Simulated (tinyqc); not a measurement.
Worked calculation: single-band model of a thermoelectric material. Computed by tinyqc, a small Python program that keeps every step. Command: `OMP_NUM_THREADS=1 python tinyqc.py 3014274 3014275 out.jsonl thermo walk`. One thread of a shared host (Intel(R) Xeon(R) Processor @ 2.30GHz), about 0.01 s of CPU time with the checks. Intermediate numbers are printed to about 5 digits and carried at full precision; extremes and crossings named in words are read from the listed rows.

One spherical band, one scattering law, no minority carriers and no phonon drag. In a real material minority carriers limit |S| to about E_g/(2 e T), so larger values are formal. eta = E_F/(k_B T) is counted from the band edge; f = 1/(1 + exp(x - eta)).

Inputs (values chosen for the exercise, for a model material):

| quantity | value | unit |
|---|---|---|
| density-of-states mass m | 1.2 | m_0 |
| mobility parameter mu_300 | 2000 | cm^2/(V s) |
| temperature exponent p | 1.5 | - |
| lattice thermal conductivity kappa_L | 74 | W/(m K) |
| carrier density n | 1.5e+19 | 1/cm^3 |
| temperature T | 560 | K |

Band: parabolic. Scattering: acoustic phonons, r = -0.5.

Constants: m_0 = 9.1093837015e-31 kg; k_B = 1.380649e-23 J/K; hbar = 1.054571817e-34 J s; k_B = 8.617333262e-05 eV/K; e = 1.602176634e-19 C.

## Fermi level

With x = E/(k_B T), a = alpha k_B T (0 for a parabolic band), G = x (1 + a x), D = 1 + 2 a x and <y> = int y f (1 - f) dx, f = 1/(1 + exp(x - eta)): tau = tau_0 G^r/D; transport function s = G^(3/2 + r)/D^2; n = N_0 <G^(3/2)> with N_0 = (2 m k_B T)^(3/2)/(3 pi^2 hbar^3). Integrals over x = E/(k_B T) use 160 Gauss-Legendre points in u = sqrt(x) from 0 to sqrt(max(eta, 0) + 32). Solve for eta.

N_0 = 6.3286e+19 1/cm^3

reduced Fermi level eta = -1.6614

## Transport integrals

The formulas are those given above.

<s> = 0.17384

<x s> = 0.36309

<x^2 s> = 1.1136

<G^(3/2)> = 0.23702

<G^(3/2 + 2r)/D^4> = 0.14869

## Coefficients

sigma = e mu_0 N_0 <s> with mu_0 = e tau_0/m = mu_300 (T/300 K)^(-p); |S| = (k_B/e)(<x s>/<s> - eta); Lorenz number L = (k_B/e)^2 (<x^2 s>/<s> - (<x s>/<s>)^2); kappa_e = L sigma T; zT = S^2 sigma T/(kappa_L + kappa_e). Hall factor r_H = <G^(3/2)> <G^(3/2 + 2r)/D^4>/<s>^2; drift mobility sigma/(n e) with n = N_0 <G^(3/2)>; power factor S^2 sigma.

conductivity sigma = 1382.3 S/cm

Seebeck coefficient |S| = 323.15 microvolt/K

Lorenz number L = 1.5174 1e-8 V^2/K^2

drift mobility = 575.18 cm^2/(V s)

Hall factor r_H = 1.1661

power factor = 144.35 microwatt/(cm K^2)

kappa_e = 1.1746 W/(m K)

zT = 0.10753

L is 62 % of the degenerate value pi^2/3 (k_B/e)^2 = 2.443; the classical limit for this r is (r + 5/2)(k_B/e)^2 = 1.485. The charge carriers transport 2 % of the heat.

## Limiting formulas for the Seebeck coefficient

Classical: |S| = (k_B/e)[r + 5/2 - ln(n/N_c)], N_c = (3 sqrt(pi)/4) N_0. Degenerate (Mott): |S| = (pi^2/3)(k_B/e)(r + 3/2)/eta_F, eta_F = (n/N_0)^(2/3).

Seebeck coefficients:

| formula | \|S\| (microvolt/K) | deviation (%) |
|---|---|---|
| full integral | 323.15 | 0.00 |
| classical | 320.94 | -0.69 |
| degenerate | 740.22 | 129.06 |

At eta = -1.66 the classical formula is the closer one, off by 0.69 %; the other is out of its range.

## Best doping

Quality factor B = (k_B/e)^2 e mu_0 N_0 T/kappa_L; zT and the power factor are maximised over eta between -8 and 30.

quality factor B = 0.044684

eta of the largest zT = 0.33317

density of the largest zT = 8.3158e+19 1/cm^3

largest zT = 0.16540

|S| at the largest zT = 184.90 microvolt/K

eta of the largest power factor = 0.66812

density of the largest power factor = 1.0594e+20 1/cm^3

largest power factor = 239.75 microwatt/(cm K^2)

The sample is underdoped by a factor 5.54 and reaches 65 % of the best zT. zT peaks at a density 1.27 times lower than the power factor, because kappa_e grows with n.

## Against the Fermi level

The formulas are those given above.

The same material at other dopings:

| eta | n (1/cm^3) | \|S\| (microvolt/K) | sigma (S/cm) | power factor (microwatt/(cm K^2)) | zT |
|---|---|---|---|---|---|
| -4 | 1.5310e+18 | 517.82 | 1.4432e+02 | 38.70 | 0.02924 |
| -3 | 4.1167e+18 | 432.97 | 3.8634e+02 | 72.43 | 0.05457 |
| -2 | 1.0878e+19 | 350.24 | 1.0093e+03 | 123.80 | 0.09262 |
| -1 | 2.7577e+19 | 272.49 | 2.4909e+03 | 184.95 | 0.13600 |
| 0 | 6.4371e+19 | 204.50 | 5.5115e+03 | 230.50 | 0.16343 |
| 1 | 1.3256e+20 | 150.88 | 1.0442e+04 | 237.70 | 0.15833 |
| 2 | 2.3756e+20 | 112.39 | 1.6912e+04 | 213.62 | 0.13063 |
| 4 | 5.4781e+20 | 68.22 | 3.1950e+04 | 148.68 | 0.07469 |
| 6 | 9.6299e+20 | 46.95 | 4.7729e+04 | 105.19 | 0.04399 |
| 10 | 2.0262e+21 | 28.35 | 7.9515e+04 | 63.89 | 0.01996 |

|S| falls and sigma rises with eta, so their product S^2 sigma peaks: among these rows at eta = 1, and zT at eta = 0, where |S| = 205 microvolt/K. zT stays above 90 % of its best row from n = 6.4e19 to 1.3e20 per cm^3.

Checks made by the program: |S| against (k_B/e)[(r + 5/2) F_(r+3/2)/((r + 3/2) F_(r+1/2)) - eta] by adaptive quadrature (relative difference below 1e-10).
